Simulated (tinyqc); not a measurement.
Conductance of a narrow metal strip with scatterers (square lattice, Green functions): one step. Modes at the Fermi energy. Five cases, with inputs chosen for the exercise.

Task: For each n: en, cos(kn a) = (en - E)/(2t), z_n and the velocity 2 t a sin(kn a) (zero if closed).

A strip of W sites across with hard walls, site energy 0 and hopping -t. Mode n = 1 to W has profile chi_n(j) = sqrt(2/(W + 1)) sin(n j pi/(W + 1)) and energy en = -2t cos(n pi/(W + 1)); E = en - 2t cos(kn a). With z_n = exp(i kn a) (Im k > 0 for closed modes, |z| < 1) each lead gives the self-energy -t z_n in mode n. One column carries the site energies v, here a uniform barrier across the strip, as of a grain boundary. In the mode basis V_nm = sum_j chi_n(j) v_j chi_m(j), G = (E - en + 2 t z_n - V)^-1, and t_nm = 2t sqrt(sin(kn a) sin(km a)) G_nm in size for open modes. T = sum |t_nm|^2, conductance (2e^2/h) T.

Constants: e^2/h = 3.874045865e-05 S.

Give: Modes.

Case 1.

Values chosen (hopping and spacing of the size met in Cu or Al; the lattice is a model; not measured data): t = 1.12 eV (hopping); a = 2.72 angstrom (spacing); W = 4 (sites across); E = -2.28 eV (Fermi energy).

Result:

Modes:

| n | en (eV) | cos(k a) | z | dE/dk (eV angstrom) |
|---|---|---|---|---|
| 1 | -1.8122 | 0.20884 | 0.20884+0.97795i | 5.9585 |
| 2 | -0.6922 | 0.70884 | 0.70884+0.70537i | 4.2977 |
| 3 | 0.6922 | 1.32687 | 0.45475 | 0.0000 |
| 4 | 1.8122 | 1.82687 | 0.29800 | 0.0000 |

2 of 4 modes are open, so the clean strip has a resistance of 6453 ohm, whatever its length.

Case 2.

Values chosen (hopping and spacing of the size met in Cu or Al; the lattice is a model; not measured data): t = 1.79 eV (hopping); a = 2.47 angstrom (spacing); W = 3 (sites across); E = -1.95 eV (Fermi energy).

Result:

Modes:

| n | en (eV) | cos(k a) | z | dE/dk (eV angstrom) |
|---|---|---|---|---|
| 1 | -2.5314 | -0.16241 | -0.16241+0.98672i | 8.7252 |
| 2 | 0.0000 | 0.54469 | 0.54469+0.83864i | 7.4157 |
| 3 | 2.5314 | 1.25180 | 0.49880 | 0.0000 |

2 of 3 modes are open, so the clean strip has a resistance of 6453 ohm, whatever its length.

Case 3.

Values chosen (hopping and spacing of the size met in Cu or Al; the lattice is a model; not measured data): t = 0.94 eV (hopping); a = 2.6 angstrom (spacing); W = 5 (sites across); E = -0.54 eV (Fermi energy).

Result:

Modes:

| n | en (eV) | cos(k a) | z | dE/dk (eV angstrom) |
|---|---|---|---|---|
| 1 | -1.6281 | -0.57879 | -0.57879+0.81548i | 3.9860 |
| 2 | -0.9400 | -0.21277 | -0.21277+0.97710i | 4.7761 |
| 3 | 0.0000 | 0.28723 | 0.28723+0.95786i | 4.6820 |
| 4 | 0.9400 | 0.78723 | 0.78723+0.61665i | 3.0142 |
| 5 | 1.6281 | 1.15326 | 0.57880 | 0.0000 |

4 of 5 modes are open, so the clean strip has a resistance of 3227 ohm, whatever its length.

Case 4.

Values chosen (hopping and spacing of the size met in Cu or Al; the lattice is a model; not measured data): t = 1.36 eV (hopping); a = 2.85 angstrom (spacing); W = 3 (sites across); E = 0.42 eV (Fermi energy).

Result:

Modes:

| n | en (eV) | cos(k a) | z | dE/dk (eV angstrom) |
|---|---|---|---|---|
| 1 | -1.9233 | -0.86152 | -0.86152+0.50773i | 3.9359 |
| 2 | 0.0000 | -0.15441 | -0.15441+0.98801i | 7.6590 |
| 3 | 1.9233 | 0.55270 | 0.55270+0.83338i | 6.4604 |

3 of 3 modes are open, so the clean strip has a resistance of 4302 ohm, whatever its length.

Case 5.

Values chosen (hopping and spacing of the size met in Cu or Al; the lattice is a model; not measured data): t = 1.69 eV (hopping); a = 2.81 angstrom (spacing); W = 3 (sites across); E = -1.83 eV (Fermi energy).

Result:

Modes:

| n | en (eV) | cos(k a) | z | dE/dk (eV angstrom) |
|---|---|---|---|---|
| 1 | -2.3900 | -0.16569 | -0.16569+0.98618i | 9.3665 |
| 2 | 0.0000 | 0.54142 | 0.54142+0.84075i | 7.9853 |
| 3 | 2.3900 | 1.24853 | 0.50098 | 0.0000 |

2 of 3 modes are open, so the clean strip has a resistance of 6453 ohm, whatever its length.

Computed by tinyqc, one run a case: `OMP_NUM_THREADS=1 python tinyqc.py N N+1 out.jsonl` with N = 1480074, 1480593, 1480986, 1481142, 1481545; one thread of a shared Intel(R) Xeon(R) Processor @ 2.30GHz, about 0.01 s a run at most.
